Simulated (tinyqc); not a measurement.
Inside a calculation. Method: Hartree-Fock atom on a uniform radial grid, spin-unpolarised, for He. Computed by tinyqc, a small Python program that keeps every step. Settings: Z = 2, points = 256, R = 9.7, functional = hf2, mixing = 0.6, iteration cap = 76. Command: `OMP_NUM_THREADS=1 python tinyqc.py 23336 23337 out.jsonl` (the two numbers bound the seeds that draw the settings). One thread of a shared host (Intel(R) Xeon(R) Processor @ 2.60GHz), about 0.2 s of CPU time with the checks. Later iterations appear only in the table of the cycle.

## Iteration 1

Spherical atom on a uniform radial grid r_j = j h with h = R/(N + 1), h sum u^2 = 1 and integrals as h times sums, u(0) = u(R) = 0 (atomic units):
```
parameter           value
Z                       2
points N              256
R                9.700000
h                0.037743
mixing           0.600000
electrons in 1s         2
```

Three-point differences turn -u''/2 + [l(l+1)/2r^2 - Z/r + V] u = e u into a tridiagonal matrix (diagonal 1/h^2 + potential, off-diagonal -1/2h^2). D = sum f u^2; the Hartree potential y/r solves y'' = -D/r with y(0) = 0, y(R) = N_e; for two electrons in one orbital exchange is -V_H/2 (Hartree-Fock); E = sum f e - int D V + int D (V_H/2 + eps_xc); V(new) = V + mixing (V_H + v_xc - V).

eigenvalues (hartree): [-1.997159]

Every 16th grid point:
```
r             V in     u(1s)         D       V_H       v_xc
0.603891  0.000000  1.020658  2.083487  2.658303  -1.329151
1.207782  0.000000  0.610765  0.746068  1.610692  -0.805346
1.811673  0.000000  0.274113  0.150276  1.100298  -0.550149
2.415564  0.000000  0.109353  0.023916  0.827655  -0.413827
3.019455  0.000000  0.040898  0.003345  0.662344  -0.331172
3.623346  0.000000  0.014684  0.000431  0.551974  -0.275987
4.227237  0.000000  0.005126  0.000053  0.473122  -0.236561
4.831128  0.000000  0.001753  0.000006  0.413982  -0.206991
5.435019  0.000000  0.000590  6.96e-07  0.367984  -0.183992
6.038911  0.000000  0.000196  7.69e-08  0.331186  -0.165593
6.642802  0.000000  0.000065  8.33e-09  0.301078  -0.150539
7.246693  0.000000  0.000021  8.88e-10  0.275988  -0.137994
7.850584  0.000000  0.000007  9.31e-11  0.254758  -0.127379
8.454475  0.000000  2.18e-06         0  0.236561  -0.118281
9.058366  0.000000  6.43e-07         0  0.220790  -0.110395
9.662257  0.000000  3.00e-08         0  0.206991  -0.103495
```

total energy = -2.74503129 hartree

## Iteration 2

As before.

eigenvalues (hartree): [-1.270450]

Every 16th grid point:
```
r             V in     u(1s)         D       V_H       v_xc
0.603891  0.797491  0.961946  1.850680  2.486701  -1.243350
1.207782  0.483207  0.667352  0.890717  1.575263  -0.787631
1.811673  0.330089  0.361002  0.260645  1.094290  -0.547145
2.415564  0.248296  0.176717  0.062458  0.826720  -0.413360
3.019455  0.198703  0.081881  0.013409  0.662205  -0.331103
3.623346  0.165592  0.036636  0.002684  0.551953  -0.275977
4.227237  0.141937  0.016000  0.000512  0.473119  -0.236560
4.831128  0.124195  0.006865  0.000094  0.413982  -0.206991
5.435019  0.110395  0.002905  0.000017  0.367984  -0.183992
6.038911  0.099356  0.001216  2.96e-06  0.331186  -0.165593
6.642802  0.090323  0.000505  5.10e-07  0.301078  -0.150539
7.246693  0.082796  0.000208  8.65e-08  0.275988  -0.137994
7.850584  0.076427  0.000085  1.44e-08  0.254758  -0.127379
8.454475  0.070968  0.000034  2.30e-09  0.236561  -0.118281
9.058366  0.066237  0.000012  2.89e-10  0.220790  -0.110395
9.662257  0.062097  6.10e-07         0  0.206991  -0.103495
```

total energy = -2.84565354 hartree

## Iteration 3

As before.

eigenvalues (hartree): [-1.035513]

Every 16th grid point:
```
r             V in     u(1s)         D       V_H       v_xc
0.603891  1.065007  0.937951  1.759506  2.421068  -1.210534
1.207782  0.665862  0.679894  0.924511  1.558092  -0.779046
1.811673  0.460323  0.390898  0.305602  1.090507  -0.545253
2.415564  0.347335  0.205306  0.084301  0.825954  -0.412977
3.019455  0.278143  0.102625  0.021064  0.662057  -0.331029
3.623346  0.231823  0.049707  0.004942  0.551926  -0.275963
4.227237  0.198710  0.023554  0.001110  0.473114  -0.236557
4.831128  0.173872  0.010983  0.000241  0.413981  -0.206990
5.435019  0.154553  0.005059  0.000051  0.367984  -0.183992
6.038911  0.139098  0.002307  0.000011  0.331186  -0.165593
6.642802  0.126453  0.001044  2.18e-06  0.301078  -0.150539
7.246693  0.115915  0.000469  4.39e-07  0.275988  -0.137994
7.850584  0.106998  0.000208  8.68e-08  0.254758  -0.127379
8.454475  0.099356  0.000090  1.62e-08  0.236561  -0.118281
9.058366  0.092732  0.000034  2.32e-09  0.220790  -0.110395
9.662257  0.086936  1.77e-06         0  0.206991  -0.103495
```

total energy = -2.85612215 hartree

## Convergence

Stop when input and output potentials agree to 1e-7.

Course of the cycle (hartree):
```
iteration            E      e(1s)  largest |V(out) - V(in)|
1          -2.74503129  -1.997159                  1.99e+00
2          -2.84565354  -1.270450                  5.83e-01
3          -2.85612215  -1.035513                  1.61e-01
4          -2.85689449  -0.958099                  4.89e-02
5          -2.85694712  -0.931505                  1.74e-02
6          -2.85695126  -0.921944                  6.56e-03
7          -2.85695168  -0.918381                  2.53e-03
8          -2.85695173  -0.917021                  9.83e-04
9          -2.85695174  -0.916494                  3.85e-04
10         -2.85695174  -0.916288                  1.51e-04
11         -2.85695174  -0.916207                  5.96e-05
12         -2.85695174  -0.916175                  2.35e-05
13         -2.85695174  -0.916162                  9.27e-06
14         -2.85695174  -0.916157                  3.66e-06
15         -2.85695174  -0.916155                  1.45e-06
16         -2.85695174  -0.916155                  5.72e-07
17         -2.85695174  -0.916154                  2.26e-07
18         -2.85695174  -0.916154                  8.96e-08
```

Converged in 18 iterations. A uniform grid resolves the cusp poorly: for a bare nucleus this grid gives 1s at -1.99716 against -Z^2/2 = -2 hartree. Before convergence this energy mixes input and output and is not variational, so it may rise towards its limit.
